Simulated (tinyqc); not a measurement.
Inside a calculation. Method: Hueckel theory of the pi electrons, for the molecule Bc1ccnccc1=O (SMILES; centres numbered as the heavy atoms are written). One step of it, computed by the program tinyqc.

Task: Orbitals. Diagonalise; E = alpha + x beta with beta < 0, so the largest x are filled first; degenerate levels share their electrons. P = sum n_i c_ri c_si; each orbital has its largest coefficient positive (the first on a tie).

Hueckel matrix in units of beta (H = alpha + beta A):
```
           1B        2C        3C        4C        5N        6C        7C        8C
1B  -0.980000  0.800000  0.000000  0.000000  0.000000  0.000000  0.000000  0.000000
2C   0.800000  0.000000  1.000000  0.000000  0.000000  0.000000  0.000000  1.000000
3C   0.000000  1.000000  0.000000  1.000000  0.000000  0.000000  0.000000  0.000000
4C   0.000000  0.000000  1.000000  0.000000  1.000000  0.000000  0.000000  0.000000
5N   0.000000  0.000000  0.000000  1.000000  0.540000  1.000000  0.000000  0.000000
6C   0.000000  0.000000  0.000000  0.000000  1.000000  0.000000  1.000000  0.000000
7C   0.000000  0.000000  0.000000  0.000000  0.000000  1.000000  0.000000  1.000000
8C   0.000000  1.000000  0.000000  0.000000  0.000000  0.000000  1.000000  0.000000
9O   0.000000  0.000000  0.000000  0.000000  0.000000  0.000000  0.000000  1.000000

          9O
1B  0.000000
2C  0.000000
3C  0.000000
4C  0.000000
5N  0.000000
6C  0.000000
7C  0.000000
8C  1.000000
9O  1.050000
```

pi electrons, sum of z_r less the charge = 8

Give: x values; occupations; coefficients; charge and bond-order matrix P.

Result:

x values: 2.2740  1.7874  1.3307  0.8289  -0.1452  -0.5722  -1.1100  -1.7007  -2.0828

occupations: 2.0000  2.0000  2.0000  2.0000  0.0000  0.0000  0.0000  0.0000  0.0000

coefficients:
```
       MO1      MO2      MO3      MO4      MO5      MO6      MO7      MO8
1B  0.0910  -0.0365   0.1633  -0.1397  -0.4074   0.0981   0.7661  -0.1327
2C  0.3702  -0.1262   0.4717  -0.3158  -0.4251   0.0500  -0.1245   0.1196
3C  0.2787   0.1599   0.5491  -0.0053   0.3710   0.4078  -0.2422  -0.3285
4C  0.2635   0.4119   0.2590   0.3114   0.3712  -0.2834   0.3933   0.4390
5N  0.3206   0.5764  -0.2045   0.2634  -0.4249  -0.2457  -0.1943  -0.4182
6C  0.2923   0.3071  -0.4207  -0.2353  -0.0800   0.5566  -0.0726   0.4981
7C  0.3442  -0.0275  -0.3553  -0.4584   0.4365  -0.0728   0.2749  -0.4288
8C  0.4903  -0.3562  -0.0521  -0.1447   0.0166  -0.5149  -0.2326   0.2313
9O  0.4006  -0.4830  -0.1857   0.6542  -0.0139   0.3174   0.1077  -0.0841

        MO9
1B  -0.4051
2C   0.5585
3C  -0.3532
4C   0.1772
5N  -0.0158
6C  -0.1357
7C   0.2984
8C  -0.4859
9O   0.1551
```

charge and bond-order matrix P:
```
         1B       2C       3C       4C       5N       6C       7C       8C
1B   0.1116   0.3188   0.2199   0.0156  -0.1240  -0.0409   0.0766   0.1386
2C   0.3188   0.9503   0.6874   0.1389  -0.2673  -0.1093   0.2161   0.4951
3C   0.2199   0.6874   0.8096   0.5597   0.1356  -0.1984  -0.2023   0.1037
4C   0.0156   0.1389   0.5597   0.8063   0.7019   0.0426  -0.3107  -0.1521
5N  -0.1240  -0.2673   0.1356   0.7019   1.0924   0.5895   0.0928  -0.1512
6C  -0.0409  -0.1093  -0.1984   0.0426   0.5895   0.8242   0.6990   0.1798
7C   0.0766   0.2161  -0.2023  -0.3107   0.0928   0.6990   0.9112   0.5268
8C   0.1386   0.4951   0.1037  -0.1521  -0.1512   0.1798   0.5268   0.7819
9O  -0.1352  -0.1699  -0.1421   0.1244   0.1206  -0.2141  -0.1655   0.5670

         9O
1B  -0.1352
2C  -0.1699
3C  -0.1421
4C   0.1244
5N   0.1206
6C  -0.2141
7C  -0.1655
8C   0.5670
9O   1.7127
```
